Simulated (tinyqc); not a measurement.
Comparisons within one model: defect, radiative and Auger recombination at equal electron and hole densities (ABC model). A value that a table varies takes the place of the one given here.

J/(e d) = Ae n + B n^2 + C n^3 with Ae = A + 4 S/w (four side walls, carriers spread evenly), e = 1.602176634e-19 C, lengths in cm; internal efficiency IQE = B n^2/(Ae n + B n^2 + C n^3); all injected carriers recombine in the layer.

Parameters, chosen for this exercise (orders of magnitude like those quoted for GaN; the results hold for these values, not for the real material):

| symbol | value | unit | meaning |
|---|---|---|---|
| A | 5700000 | 1/s | defect rate |
| B | 1.5e-12 | cm^3/s | radiative coefficient |
| C | 1.1e-31 | cm^6/s | Auger coefficient |
| S | 0 | cm/s | recombination velocity of the side walls |
| w | 120 | micrometre | side of the square mesa |
| d | 3.2 | nm | active thickness |
| S2 | 10000 | cm/s | recombination velocity of the side walls in this comparison |
| J | 12 | A/cm^2 | current density |

## Efficiency against current

The slope is d ln(B n^2)/d ln J = 2 (Ae + B n + C n^2)/(Ae + 2 B n + 3 C n^2).

Results:

| J (A/cm^2) | n (1/cm^3) | IQE | slope | differential lifetime (ns) |
|---|---|---|---|---|
| 0.0080 | 2.72e+16 | 0.00710 | 1.986 | 173 |
| 0.030 | 1.00e+17 | 0.0256 | 1.949 | 167 |
| 0.10 | 3.15e+17 | 0.0765 | 1.852 | 150 |
| 0.50 | 1.26e+18 | 0.243 | 1.553 | 100 |
| 2.0 | 3.30e+18 | 0.418 | 1.235 | 52.2 |
| 8.0 | 7.11e+18 | 0.486 | 1.003 | 22.9 |
| 30 | 1.32e+19 | 0.444 | 0.870 | 9.78 |
| 1.0e+02 | 2.17e+19 | 0.362 | 0.796 | 4.43 |
| 5.0e+02 | 4.01e+19 | 0.248 | 0.739 | 1.52 |
| 2.0e+03 | 6.63e+19 | 0.169 | 0.711 | 0.604 |

How do the results move?

IQE peaks at 0.486 for J = 8.19 A/cm^2, where the slope passes 1. It is 0.0071 at the lowest current and 0.169 at the highest, a droop of 65 %. The slope runs from 1.99 to 0.71; its limits are 2 (defects alone), 1 (radiation alone) and 2/3 (Auger alone).

## Shrinking the mesa

S = S2; w takes the values listed.

Results:

| w (micrometre) | Ae (1/s) | IQE_max | J at the peak (A/cm^2) | IQE at J |
|---|---|---|---|---|
| 200 | 7.70e+06 | 0.449 | 12.0 | 0.449 |
| 100 | 9.70e+06 | 0.421 | 16.1 | 0.418 |
| 50 | 1.37e+07 | 0.379 | 25.3 | 0.361 |
| 20 | 2.57e+07 | 0.308 | 58.2 | 0.234 |
| 10 | 4.57e+07 | 0.251 | 127 | 0.119 |
| 5 | 8.57e+07 | 0.196 | 305 | 0.0430 |
| 2 | 2.06e+08 | 0.136 | 1.06e+03 | 0.00815 |
| 1 | 4.06e+08 | 0.101 | 2.81e+03 | 0.00212 |

What can be read from the table?

The walls equal the bulk defect rate at w = 4 S/A = 70.2 micrometre. From 200 to 1 micrometre the peak efficiency falls from 0.449 to 0.101 and moves to a current 234 times higher; at the fixed J the efficiency goes from 0.449 to 0.00212. For large w diffusion to the walls, left out here, would limit the loss.

## Spreading the carriers over a thicker layer

d is multiplied by the factor listed, at the same J.

Results:

| factor | n (1/cm^3) | defect | radiative | Auger |
|---|---|---|---|---|
| 0.10 | 2.33e+19 | 0.0568 | 0.348 | 0.595 |
| 0.20 | 1.76e+19 | 0.0859 | 0.399 | 0.515 |
| 0.50 | 1.19e+19 | 0.145 | 0.456 | 0.399 |
| 1.0 | 8.67e+18 | 0.211 | 0.482 | 0.307 |
| 2.0 | 6.14e+18 | 0.299 | 0.483 | 0.218 |
| 5.0 | 3.68e+18 | 0.448 | 0.434 | 0.117 |
| 10 | 2.37e+18 | 0.577 | 0.360 | 0.0626 |
| 20 | 1.45e+18 | 0.704 | 0.268 | 0.0284 |

How do the results move?

The best factor listed is 2 (IQE 0.4833); the optimum factor equals J/J_peak = 1.46, a layer of 4.69 nm, since only J/d matters and the peak value 0.486 does not depend on d. A thicker layer trades Auger loss (0.595 to 0.0284) for defect loss (0.0568 to 0.704).

## What moves the efficiency

IQE_max = Q/(Q + 2) with Q = B/sqrt(Ae C), reached at n = sqrt(Ae/C). Each row changes one parameter from the base and keeps the others.

Results:

| case | n (1/cm^3) | IQE | IQE_max | J at the peak (A/cm^2) |
|---|---|---|---|---|
| base | 8.673e+18 | 0.4821 | 0.4864 | 8.19 |
| A = 11400000 1/s | 7.830e+18 | 0.3930 | 0.4011 | 19.9 |
| B = 2.25e-12 cm^3/s | 7.808e+18 | 0.5861 | 0.5869 | 10.2 |
| C = 2.2e-31 cm^6/s | 7.712e+18 | 0.3811 | 0.4011 | 4.97 |
| d = 6.4 nm | 6.141e+18 | 0.4833 | 0.4864 | 16.4 |
| J = 36 A/cm^2 | 1.423e+19 | 0.4328 | 0.4864 | 8.19 |

What can be read from the table?

The largest shifts from the base row, up to three for each result and ties (the steps differ in size, so this ranks the rows, not the parameters). n (1/cm^3): J +5.56e+18, d -2.53e+18, C -9.62e+17. IQE: B +0.104, C -0.101, A -0.0892. IQE_max: B +0.100, A -0.0853, C -0.0853; unchanged at the printed digits by d and J. J at the peak (A/cm^2): A +11.7, d +8.19, C -3.22; unchanged at the printed digits by J.

Run: tinyqc, `OMP_NUM_THREADS=1 python tinyqc.py 1682366 1682367 out.jsonl`; Intel(R) Xeon(R) Processor @ 2.30GHz, one thread, shared host; about 0.01 s of CPU time with all checks.
